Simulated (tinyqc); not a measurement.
## Partial widths from the peak

Problem. A Breit-Wigner resonance has total width G = GL + GR and peak transmission Tp = 4 GL GR/G^2. GR is known to be the larger. Find GL, GR and the lifetime hbar/G.

Constants: q = 1.602176634e-19 C, hbar = 1.054571817e-34 J s. Results are converted to the units shown.

G = 3.0832239 meV
Tp = 0.74792012

Answer. GL and GR have the sum G and the product Tp G^2/4, so they are (G/2)(1 +/- sqrt(1 - Tp)).

GL = 0.768 meV
GR = 2.32 meV
lifetime = 213 fs

Numbers from tinyqc (`OMP_NUM_THREADS=1 python tinyqc.py 2600127 2600128 out.jsonl`; about 0.2 s on one thread of a shared Intel Xeon 2.30GHz).
